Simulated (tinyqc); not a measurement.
Order of mass and momentum: double quantum well by finite differences.

Finite differences on points z_i at the centres of cells of width h: H_ii = (c/h^2)(1/m_(i-1/2) + 1/m_(i+1/2)) + V_i, H_(i,i+1) = -(c/h^2)/m_(i+1/2), where m_(i+1/2) is the mean of the masses at the two points (the end values are repeated outwards), psi = 0 on the points beyond both ends, c = hbar^2/2m0. The field adds e F (z - z0) with z0 the middle of the structure; 1 kV/cm = 1e-5 eV/angstrom.

Constants: hbar^2/2m0 = 3.80998211 eV angstrom^2.

Parameters, chosen for this exercise (out of a larger set: near those of a GaAs well in AlGaAs; not measured data):
```
symbol  value                                                                                              unit      meaning
layers  ((76, 0.194, 0.0869), (57, 0, 0.0665), (38, 0.194, 0.0869), (76, 0, 0.0665), (76, 0.194, 0.0869))            each layer: thickness in angstrom, band edge in eV, mass in m0
F       30                                                                                                 kV/cm     field along z
hf      1.1875                                                                                             angstrom  cell width of the fine grid
```

Fine grid. Hermitian kinetic operators m^a p m^b p m^a with 2a + b = -1: H_ii = (c/h^2) m_i^(2a) (m_(i-1/2)^b + m_(i+1/2)^b) + V_i, H_(i,i+1) = -(c/h^2) m_i^a m_(i+1)^a m_(i+1/2)^b; BenDaniel-Duke is a = 0. The halved form has H_ii = 2c/(h^2 m_i) + V_i and H_(i,i+1) = -(c/2h^2)(1/m_i + 1/m_(i+1)). The shifts are measured against BenDaniel-Duke; the last column repeats E1 with cells of hf/4.

Cases:
```
operator
BenDaniel-Duke
(1/m) p^2 + p^2 (1/m), halved
m^(-1/2) p^2 m^(-1/2)
m^(-1/4) p m^(-1/2) p m^(-1/4)
one mass, the smallest
```

Rank the cases by E1, lowest first.

Answer: (1/m) p^2 + p^2 (1/m), halved, BenDaniel-Duke, one mass, the smallest, m^(-1/4) p m^(-1/2) p m^(-1/4), m^(-1/2) p^2 m^(-1/2).

Levels (eV):
```
operator                            E1      E2  E1 - E1(BDD) (meV)  E1 at hf/4
BenDaniel-Duke                  0.0415  0.0568                 0.0      0.0416
(1/m) p^2 + p^2 (1/m), halved   0.0393  0.0564                -2.2     -0.0103
m^(-1/2) p^2 m^(-1/2)           0.0508  0.0635                 9.3      0.0509
m^(-1/4) p m^(-1/2) p m^(-1/4)  0.0461  0.0601                 4.6      0.0462
one mass, the smallest          0.0455  0.0607                 4.0      0.0456
```

The three forms m^a p m^b p m^a span 9.3 meV in E1, 61 % of E2 - E1; they differ only at the mass steps (largest to smallest mass 1.31), where m^a psi is the continuous quantity. Dropping the mass step altogether moves E1 by +4.0 meV. Refining the grid moves the halved form by -49.6 meV, against at most 0.03 meV for the other three: at an abrupt step it has no limit as the grid is refined.

(tinyqc, `OMP_NUM_THREADS=1 python tinyqc.py 1281197 1281198 out.jsonl`, Intel(R) Xeon(R) Processor @ 2.30GHz, 1 thread, shared host, about 0.05 s.)
